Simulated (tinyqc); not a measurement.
Koster-Slater impurity in a tight-binding band, by Green functions and by supercells: one step, computed by the program tinyqc.

One orbital per site, e(k) = -2 t sum cos(k_i) over 3 direction(s), band from -6 t to 6 t, lattice constant 1. One site has the extra energy U. Spin is left out.

Task: Scattering. T = U/(1 - U G0); phase shift delta = -arg(1 - U G0) in (-pi, pi]; host density of states -Im G0/pi; on the impurity -Im[G0/(1 - U G0)]/pi; lifetime of a band state hbar/(-2 c Im T).

Inputs (values chosen for the exercise, for a model band): impurity potential U = -7.94 eV; impurity concentration c = 0.007 per site.

Lattice: simple cubic.

G0(E + i eta) = -0.1753181-0.0700867i 1/eV

Constants: hbar = 6.582119569e-16 eV s.

Give: T matrix; phase shift delta; host density of states; density of states on the impurity; scattering lifetime.

Result:

T matrix = 6.718-9.536i eV

phase shift delta = 2.185 rad

host density of states = 0.02231 1/eV

density of states on the impurity = 0.04815 1/eV

scattering lifetime = 4.930 fs

The Born approximation would take Im T = U^2 Im G0 = -4.42 eV, 0.463 times the full value.
